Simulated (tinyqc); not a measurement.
sp3s* tight binding: one step. Levels at this k. The numbers come from values chosen for the exercise (near a published set for GaAs, fitted to gaps, whose masses and valley positions are rough; spin-orbit coupling, where it is added without a refit, lifts the valence top and shrinks all gaps by about a third of the splitting).

H(k) (eV), rows sa, xa, ya, za, s*a, sc, xc, yc, zc, s*c and columns alike:
```
[[-8.318000, 0, 0, 0, 0, -2.033691, 2.087348i, 2.087348i, -3.071440, 0],
 [0, 1.043000, 0, 0, 0, -2.681940i, 0.616394, -3.470248, 2.358378i, -2.230999i],
 [0, 0, 1.043000, 0, 0, -2.681940i, -3.470248, 0.616394, 2.358378i, -2.230999i],
 [0, 0, 0, 1.043000, 0, 3.946355, 2.358378i, 2.358378i, 0.616394, 3.282815],
 [0, 0, 0, 0, 8.615000, 0, 2.254708i, 2.254708i, -3.317702, 0],
 [-2.033691, 2.681940i, 2.681940i, 3.946355, 0, -2.655000, 0, 0, 0, 0],
 [-2.087348i, 0.616394, -3.470248, -2.358378i, -2.254708i, 0, 3.664000, 0, 0, 0],
 [-2.087348i, -3.470248, 0.616394, -2.358378i, -2.254708i, 0, 0, 3.664000, 0, 0],
 [-3.071440, -2.358378i, -2.358378i, 0.616394, -3.317702, 0, 0, 0, 3.664000, 0],
 [0, 2.230999i, 2.230999i, 3.282815, 0, 0, 0, 0, 0, 6.751000]]
```

Problem. Diagonalise H, which belongs to k = (0.62, 0.62, 0) (2 pi/a). Four bands are filled (two electrons each); give the make-up of band 5, the lowest empty one.

Give: levels; weights of band 5; weight of band 5 on atom a.

Solution.

levels (eV): [-10.3993, -6.9867, -3.0159, -1.9381, 2.0418, 2.7593, 6.6451, 7.6190, 9.9884, 11.8003]

weights of band 5: s 0.334, p 0.427, s* 0.239

weight of band 5 on atom a = 0.353

The vertical gap at this k is 3.9800 eV; band 5 is mostly p-like.

Computed by tinyqc, a small Python program: `OMP_NUM_THREADS=1 python tinyqc.py 1482894 1482895 out.jsonl` (the numbers bound the seed that draws the inputs); one thread of a shared host (Intel(R) Xeon(R) Processor @ 2.30GHz), about 0.1 s for the whole set of steps.
